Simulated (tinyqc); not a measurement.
A short-path metal as competitor: size effects in the resistivity of thin metal films and interconnect lines. Computed by tinyqc, a small Python program. Command: `OMP_NUM_THREADS=1 python tinyqc.py 3015944 3015945 out.jsonl size walk`. One thread of a shared host (Intel(R) Xeon(R) Processor @ 2.30GHz), about 0.01 s of CPU time with the checks.

Electrons lose their drift at surfaces (a share 1 - p of the hits) and at grain boundaries (reflection R), besides bulk scattering. The line sits in a trench with a non-conducting liner on both walls and the bottom; the spacing equals the drawn width.

Inputs (values chosen for the exercise, modelled on molybdenum):
```
quantity                                   value         unit
bulk resistivity rho_b                      5.55  microohm cm
bulk mean free path lambda                  10.6           nm
specularity p                               0.63            -
grain-boundary reflection R                 0.36            -
grain size over metal width                 0.71            -
aspect ratio (height over width)             1.4            -
liner thickness t                              1           nm
competitor: rho_b relative to this metal     4.3            -
competitor: lambda relative to this metal   0.31            -
competitor: liner relative to t                0            -
```

Geometry: line.

Method:
- Fuchs-Sondheimer film: rho_b/rho = 1 - (3/(2 kappa))(1 - p) int_0^1 (s - s^3)(1 - exp(-kappa/s))/(1 - p exp(-kappa/s)) ds, f = rho/rho_b, kappa = thickness/lambda, 80 Gauss-Legendre points.
- Line: the excess of a film of thickness w_m and of a film of thickness h_m are added, rho/rho_b = 1 + (f(w_m) - 1) + (f(h_m) - 1), an estimate that holds best when both sides exceed lambda.
- Mayadas-Shatzkes: alpha = (lambda/D) R/(1 - R); rho_b/rho = 1 - 3 alpha/2 + 3 alpha^2 - 3 alpha^3 ln(1 + 1/alpha).
- w_m = w - 2t, h_m = (aspect ratio) w - t, D = (ratio) w_m; rho = rho_b [1 + surface excess + grain excess].
- Effective resistivity rho (aspect ratio) w^2/(w_m h_m) for the metal with its liner, for the same metal without liner, and for a competitor with its own rho_b, lambda and liner, and for that competitor with the liner t; p, R, aspect and grain ratios are the same.

Effective resistivity (microohm cm):
```
w (nm)  this metal  without liner  competitor  competitor, liner t
200          6.051          5.965      24.422                24.76
100          6.566          6.373      24.975                25.69
50           7.655          7.181      26.072                27.64
30           9.248          8.247      27.521                30.48
20          11.505          9.569      29.319                34.44
14          14.926         11.258      31.616                40.35
10          20.635         13.494      34.661                50.04
7           32.686         16.820      39.202                69.96
5           59.810         21.213      45.221               113.35
```

What does the comparison show, and why?

The competitor wins below a width between 7.00 and 5.00 nm. In narrow lines rho scales as rho_b lambda/w, and the product rho_b lambda of the competitor is 1.33 times this metal's. At the narrowest width the liner costs this metal a factor 2.82. With the same liner the competitor wins nowhere in the table; at the narrowest width the thinner liner lowers it from 113 to 45.2. Rows with w - 2t below lambda stretch the additive estimate. Metal widths below about 5 nm are outside this semiclassical model.

Extremes, crossings and ranges named in words are read from the listed rows.
